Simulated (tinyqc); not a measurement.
From results to parameters: Hubbard dimer. Computed by the program tinyqc.

Problem. A two-site Hubbard model with two electrons has its ground state at (U - sqrt(U^2 + 16 t^2))/2, the triplet at 0 and the odd ionic singlet at U. Find t, U and the double occupancy per site.

singlet-triplet splitting = 0.497393 eV
gap from the ground state to the ionic odd singlet = 5.407393 eV

Solution. The difference of the two gaps is U and their product is 4 t^2; the double occupancy per site is (1 - U/sqrt(U^2 + 16 t^2))/4.

t, U (eV): 0.8200  4.9100
double occupancy per site = 0.042
